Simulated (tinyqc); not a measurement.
Worked calculation: G0W0 on RHF in the sto-3g basis, for BeH2, spin multiplicity 1. One step of it, computed by the program tinyqc.

Task: G0W0 on Hartree-Fock: HOMO. W(p,q,m) = sqrt2 sum_ia (pq|ia) (X+Y)_ia,m; Sigma_c(x) = sum_(i,m) W^2/(x - e_i + w_m) + sum_(a,m) W^2/(x - e_a - w_m); solve x = e_p + Sigma_c(x) by Newton steps; Z = 1/(1 - dSigma/dx); 1 hartree = 27.211386 eV.

orbital energies (hartree): [-4.538635, -0.405727, -0.358813, 0.209250, 0.213221, 0.328893, 0.638151]

Two-electron integrals over orbitals (pq|rs), unique and non-zero (hartree):
```
(11|11) 2.272133    (21|11) -0.183508   (21|21) 0.023019    (22|11) 0.450533
(22|21) -0.005047   (22|22) 0.379999    (31|11) -0.024195   (31|21) 0.002352
(31|22) -0.003633   (31|31) 0.005154    (32|11) 0.001979    (32|21) -0.001822
(32|22) -0.044308   (32|31) 0.009686    (32|32) 0.144761    (33|11) 0.407554
(33|21) -0.002652   (33|22) 0.366201    (33|31) 0.002247    (33|32) 0.036044
(33|33) 0.410665    (41|11) 0.043079    (41|21) -0.005130   (41|22) 0.002524
(41|31) -0.000726   (41|32) 0.000037    (41|33) 0.001343    (41|41) 0.016306
(42|11) -0.024974   (42|21) 0.001438    (42|22) 0.007141    (42|31) 0.000160
(42|32) -0.002319   (42|33) 0.009274    (42|41) 0.013860    (42|42) 0.047330
(43|11) -0.004809   (43|21) 0.000236    (43|22) -0.003671   (43|31) -0.000155
(43|32) 0.015259    (43|33) 0.005626    (43|41) 0.001861    (43|42) 0.004470
(43|43) 0.014948    (44|11) 0.564839    (44|21) -0.007170   (44|22) 0.347947
(44|31) -0.000897   (44|32) 0.000649    (44|33) 0.327895    (44|41) -0.005266
(44|42) -0.030111   (44|43) -0.005038   (44|44) 0.451214    (51|51) 0.015736
(52|51) 0.014744    (52|52) 0.046449    (53|51) 0.001982    (53|52) 0.004500
(53|53) 0.012377    (54|51) -0.003512   (54|52) -0.009497   (54|53) -0.001378
(54|54) 0.025598    (55|11) 0.569187    (55|21) -0.007030   (55|22) 0.349243
(55|31) -0.000899   (55|32) 0.000557    (55|33) 0.327411    (55|41) 0.001421
(55|42) -0.012536   (55|43) -0.002530   (55|44) 0.399492    (55|55) 0.449859
(61|11) -0.187927   (61|21) 0.023911    (61|22) -0.005594   (61|31) 0.003588
(61|32) 0.000488    (61|33) -0.002321   (61|41) -0.002343   (61|42) 0.004119
(61|43) 0.000557    (61|44) -0.007196   (61|55) -0.005685   (61|61) 0.025774
(62|11) 0.137585    (62|21) -0.005616   (62|22) -0.014069   (62|31) -0.000345
(62|32) 0.013574    (62|33) -0.035113   (62|41) 0.004092    (62|42) -0.005918
(62|43) -0.000174   (62|44) 0.062699    (62|55) 0.069320    (62|61) -0.004356
(62|62) 0.082122    (63|11) 0.029309    (63|21) -0.000914   (63|22) 0.024240
(63|31) -0.000107   (63|32) -0.085795   (63|33) -0.029575   (63|41) 0.000580
(63|42) -0.000280   (63|43) -0.014060   (63|44) 0.014105    (63|55) 0.015356
(63|61) -0.000767   (63|62) 0.007224    (63|63) 0.089070    (64|11) 0.022578
(64|21) 0.000235    (64|22) 0.001335    (64|31) -0.000110   (64|32) -0.001215
(64|33) -0.006768   (64|41) 0.014113    (64|42) 0.037505    (64|43) 0.005440
(64|44) 0.000120    (64|55) 0.010099    (64|61) 0.003224    (64|62) 0.024494
(64|63) 0.005669    (64|64) 0.044030    (65|51) 0.015630    (65|52) 0.044675
(65|53) 0.006793    (65|54) -0.005584   (65|65) 0.047083    (66|11) 0.457066
(66|21) -0.006487   (66|22) 0.367483    (66|31) -4.31e-07   (66|32) 0.010368
(66|33) 0.383232    (66|41) 0.008256    (66|42) 0.023913    (66|43) 0.004945
(66|44) 0.342458    (66|55) 0.348739    (66|61) -0.004705   (66|62) -0.017725
(66|63) -0.011082   (66|64) 0.013732    (66|66) 0.395307    (71|11) -0.010298
(71|21) 0.002610    (71|22) 0.004461    (71|31) -0.008832   (71|32) -0.016016
(71|33) -0.004397   (71|41) -0.000132   (71|42) 0.000145    (71|43) 0.000540
(71|44) -0.000320   (71|55) -0.000238   (71|61) 0.000617    (71|62) -0.000754
(71|63) -0.000740   (71|64) 0.000358    (71|66) -0.001739   (71|71) 0.017248
(72|11) 0.026658    (72|21) -0.000191   (72|22) -0.011499   (72|31) -0.004701
(72|32) 0.037190    (72|33) 0.005153    (72|41) 0.000203    (72|42) -0.004196
(72|43) 0.011878    (72|44) 0.012060    (72|55) 0.012493    (72|61) -0.001140
(72|62) 0.019938    (72|63) -0.059030   (72|64) 0.002369    (72|66) 0.000074
(72|71) 0.008373    (72|72) 0.059964    (73|11) -0.149514   (73|21) 0.003804
(73|22) -0.001932   (73|31) -0.000327   (73|32) -0.002323   (73|33) 0.017569
(73|41) -0.000217   (73|42) 0.016460    (73|43) 0.003837    (73|44) -0.069962
(73|55) -0.071884   (73|61) 0.003411    (73|62) -0.075803   (73|63) -0.019789
(73|64) -0.013777   (73|66) 0.017742    (73|71) 0.001548    (73|72) -0.010558
(73|73) 0.086472    (74|11) 0.000571    (74|21) -0.000301   (74|22) -0.007464
(74|31) 0.002215    (74|32) 0.026380    (74|33) 0.007299    (74|41) 0.000838
(74|42) 0.003783    (74|43) -0.009559   (74|44) -0.000585   (74|55) 0.000060
(74|61) 0.000388    (74|62) 0.003105    (74|63) -0.017641   (74|64) 0.001175
(74|66) 0.003160    (74|71) -0.003860   (74|72) 0.005901    (74|73) -0.000574
(74|74) 0.021999    (75|51) 0.000928    (75|52) 0.004436    (75|53) -0.012549
(75|54) -0.000384   (75|65) 0.001785    (75|75) 0.017118    (76|11) -0.001382
(76|21) 0.001288    (76|22) 0.037130    (76|31) -0.009001   (76|32) -0.129597
(76|33) -0.036628   (76|41) 0.000397    (76|42) 0.003132    (76|43) -0.017043
(76|44) -0.000127   (76|55) 0.000465    (76|61) -0.000738   (76|62) -0.010165
(76|63) 0.086374    (76|64) 0.002641    (76|66) -0.011935   (76|71) 0.015226
(76|72) -0.044673   (76|73) 0.000393    (76|74) -0.022986   (76|76) 0.128847
(77|11) 0.535547    (77|21) -0.006911   (77|22) 0.396069    (77|31) -0.001804
(77|32) -0.017011   (77|33) 0.401841    (77|41) 0.001400    (77|42) 0.002025
(77|43) -0.001817   (77|44) 0.374012    (77|55) 0.373087    (77|61) -0.007058
(77|62) -0.015125   (77|63) 0.009449    (77|64) -0.004519   (77|66) 0.399367
(77|71) 0.001054    (77|72) -0.006335   (77|73) -0.007256   (77|74) -0.002653
(77|76) 0.012665    (77|77) 0.444370
```

excitation energies w (hartree): [0.593385, 0.595601, 0.701199, 0.705998, 0.805322, 0.823992, 1.174151, 1.215859, 4.780275, 4.783274, 4.918967, 5.211197]

X + Y, order 1>4, 1>5, 1>6, 1>7, 2>4, 2>5, 2>6, 2>7, 3>4, 3>5, 3>6, 3>7:
```
[[-0.000667, 0.000000, -0.011092, 0.000000, 0.000832, -0.003167, 0.000208, 0.000704, 0.996038, 0.000000, -0.032861, -0.000624],
 [0.000000, -0.000691, 0.000000, -0.011804, 0.000000, 0.000000, 0.000000, 0.000000, 0.000000, 0.996700, 0.000000, 0.000000],
 [-0.000163, 0.000000, -0.002994, 0.000000, -0.000206, 0.001944, -0.001151, -0.003640, 0.033751, 0.000000, 0.994190, 0.004047],
 [-0.000164, 0.000000, -0.000133, 0.000000, -0.001848, -0.000086, -0.005899, 0.002151, 0.000534, 0.000000, -0.004316, 0.996679],
 [-0.075315, 0.000000, 0.932103, 0.000000, -0.006287, 0.021070, 0.013887, 0.038077, 0.001534, 0.000000, 0.000379, 0.000014],
 [0.000000, -0.075783, 0.000000, 0.933722, 0.000000, 0.000000, 0.000000, 0.000000, 0.000000, 0.001626, 0.000000, 0.000000],
 [-0.005559, 0.000000, -0.003224, 0.000000, -0.324049, 0.818204, -0.101120, -0.266561, 0.000522, 0.000000, -0.000567, -0.000085],
 [-0.027504, 0.000000, 0.014010, 0.000000, 0.334865, 0.037684, 0.762554, -0.470411, 0.000033, 0.000000, -0.000217, 0.001349],
 [0.972093, 0.000000, 0.066107, 0.000000, -0.059629, -0.015746, 0.031307, -0.006564, 0.000190, 0.000000, 0.000047, 0.000047],
 [0.000000, 0.977304, 0.000000, 0.066915, 0.000000, 0.000000, 0.000000, 0.000000, 0.000000, 0.000201, 0.000000, 0.000000],
 [0.089846, 0.000000, 0.007258, 0.000000, 0.822787, 0.299146, -0.229285, 0.042813, 0.000068, 0.000000, -0.000092, -0.000086],
 [-0.005753, 0.000000, -0.073161, 0.000000, -0.025482, 0.411270, 0.449010, 0.712116, -0.000021, 0.000000, 0.000601, 0.000240]]
```

Give: The 12 largest terms at x = e_p; Newton steps; quasiparticle energy of the HOMO; Hartree-Fock value.

Result:

The 12 largest terms at x = e_p (hartree; W for the signs of X + Y given):
```
q  m        W     term
2  5  -0.0896   0.0094
7  8   0.1223  -0.0068
6  7  -0.1068  -0.0061
6  5   0.0743  -0.0037
2  7   0.0653   0.0035
3  6  -0.0425   0.0022
7  7   0.0613  -0.0017
7  6  -0.0459  -0.0012
2  8  -0.0377   0.0011
3  7   0.0318   0.0009
6  6   0.0317  -0.0007
3  8   0.0262   0.0006
```

Newton steps (hartree):
```
step        x  Sigma_c(x)       Z
0     -0.3588     -0.0026  0.9692
1     -0.3613     -0.0025  0.9691
2     -0.3613     -0.0025  0.9691
```

quasiparticle energy of the HOMO = -9.8313 eV

Hartree-Fock value = -9.7638 eV
